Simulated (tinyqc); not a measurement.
The choice of windows: band offset from the macroscopic average of a supercell potential.

A model of the planar-averaged electrostatic energy of an electron in a periodic cell of N1 periods of A (L1 = N1 n1 h) and N2 periods of B (L2 = N2 n2 h), on z_j = j h: V(z) = f VA + (1 - f) VB + F t(z), VA = V1[0] + V1[1] cos(2 pi z/(n1 h)) + V1[2] cos(4 pi z/(n1 h)), VB the same with V2, n2 and z - L1. f = [tanh(z/w) - tanh((z - L1)/w) + tanh((z - L1 - L2)/w)]/2 + 1/2; t(z) = z - L1/2 in A and (L1/L2)(L1 + L2/2 - z) beyond, so that the cell is periodic.

Running mean over n points, periodic: for odd n the plain mean of the n points centred on j; for even n the n + 1 points with half weight at both ends. The macroscopic average applies the mean over n1 points and then over n2 points.

Inputs chosen for the exercise (gaps near those of Si and GaP; shifted at random, so the results belong to these values and not to a real crystal): h = 0.25 angstrom (grid step); n1 = 5 (grid points per period of A); n2 = 5 (grid points per period of B); N1 = 4 (periods of A); N2 = 5 (periods of B); V1 = (-7.07, 1.67, 0.07) eV (mean and two harmonics of the potential in A); V2 = (-11.28, 3.32, -0.64) eV (the same in B); w = 0.36 angstrom (width of the interfaces); F = 0 eV/angstrom (slope in A from opposite charges on the two interfaces).

dV read at j = 10 and 32 after means over the numbers of points listed; ripple is the spread over the five points around each.

Results:
```
windows  dV (eV)  ripple in A (meV)  ripple in B (meV)
none      -8.834               3070               5564
5 only    -4.210                  0                  0
6 only    -3.636                404                833
6, 6      -4.289                 60                108
5, 5      -4.210                  1                  0
```

Which rows can be used, and how does a wrong window show?

The last row matches both periods and lies 0 meV from the value of a thick cell, V2[0] - V1[0] = -4.210 eV. Against it the raw potential errs by -4.62 eV. Within 20 meV of it lie: 5 only. A window one point too long leaves a ripple of 404 meV in A, against 1 meV in the last row: the ripple is the sign to look for. Rows to use, with under 30 meV of ripple in both regions once the tilt is taken off: 5 only and 5, 5. A row with a large ripple can hit the right value only by chance.

Program tinyqc; command `OMP_NUM_THREADS=1 python tinyqc.py 1851167 1851168 out.jsonl`; about 0.01 s on one thread of a shared Intel(R) Xeon(R) Processor @ 2.30GHz.
